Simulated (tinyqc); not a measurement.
# From final dose back to loss velocity h

Model: finite-difference solution of the diffusion equation on a small grid. Computed by tinyqc, a small Python program. Command: `OMP_NUM_THREADS=1 python tinyqc.py 3024507 3024508 out.jsonl fdiff inv`. One thread of a shared host (Intel(R) Xeon(R) Processor @ 2.30GHz), about 0.02 s of CPU time with the checks.

dC/dt = D d2C/dx2 on nodes x_j = j dx, j = 0..7; the far end is sealed.

Inputs (values chosen for the exercise):
```
quantity         value    unit
diffusivity D     0.58  nm^2/s
grid spacing dx     50      nm
time step dt      1300       s
final time t_f   13000       s
```

Boundary at x = 0: surface loss. Scheme: explicit.

start values C_j, j = 0, 1, ... (% of a reference): 72.2  100  73.9  9.23  5.48  0  0  0

Method:
- The operator M acts as (M C)_j = C_(j-1) - 2 C_j + C_(j+1); at the sealed far end a mirror node gives 2 C_(N-2) - 2 C_(N-1); at j = 0, the outward flux h C_0 gives 2 C_1 - (2 + 2 h dx/D) C_0.
- With r = D dt/dx^2: (1 - theta r M) C(new) = (1 + (1 - theta) r M) C(old); theta = 0 explicit, 1 implicit, 1/2 Crank-Nicolson.
- The run takes n = round(t_f/dt) steps of length t_f/n.
- The dose is the trapezoidal sum of C dx; the error is the largest difference from exp(M D t/dx^2) C(0), the exact time evolution on the same grid.

Problem. A run gave the result below. Find the loss velocity h, known to lie between 0.0029 and 0.0077 nm/s.

final dose = 8140.999 % nm

Solution.

Each step takes the trial c = (a f_b - b f_a)/(f_b - f_a), f being the result less the target and a, b, c the logarithms of the listed values; c replaces end b, the old b replaces a if the sign of f changed, and otherwise f_a is halved.

Scan of the range:
```
loss velocity h (nm/s)  final dose (% nm)
0.00290                           9113.56
0.00341                           8848.30
0.00402                           8561.43
0.00473                           8263.84
0.00556                           7958.18
0.00654                           7646.19
0.00770                           7332.62
```

False position (Illinois rule, in the logarithm of the input) inside the bracket:
```
step       end a       end b       trial  final dose (% nm)
1     0.00473000  0.00556000  0.00504752            8141.92
2     0.00556000  0.00504752  0.00504998            8141.01
3     0.00556000  0.00504998  0.00505002            8140.99
4     0.00504998  0.00505002  0.00505000            8141.00
```

Final dose falls at every point of a 13-point scan of the range (every second point is shown), so one value fits; it is bracketed by 0.00473 and 0.00556. Answer: loss velocity h = 0.005050 nm/s.
